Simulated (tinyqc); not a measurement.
## Film and buried-oxide thickness from two coupling ratios

Question. In a depleted film -dVT/dVb is k1 = Cs Cbox/(Cox (Cs + Cbox)) for a front channel and k2 = Cbox (Cox + Cs)/(Cox Cs) for a back channel, with Cox = eps0 eox/tox, Cs = eps0 eps_r/ts, Cbox = 3.9 eps0/tb. Find ts and tb.

Inputs (values chosen for the exercise); band and dielectric values close to those of In0.53Ga0.47As:
- eps_r = 14 (relative permittivity)
- eox = 7.45 (relative permittivity of the gate insulator (close to silicon nitride))
- tox = 2.1 nm (insulator thickness)

coupling ratios for a front and a back channel: 0.0082894036  0.028599233

Solution. With y = Cox/Cs and z = Cox/Cbox, 1/k1 = y + z and k2 = (1 + y)/z, so y = (k2/k1 - 1)/(1 + k2); the thicknesses follow from y and z.

ts = 9.400 nm
tb = 130.0 nm

tinyqc, about 0.4 s, one thread, Intel Xeon 2.30GHz (shared host): `OMP_NUM_THREADS=1 python tinyqc.py 2190173 2190174 out.jsonl`
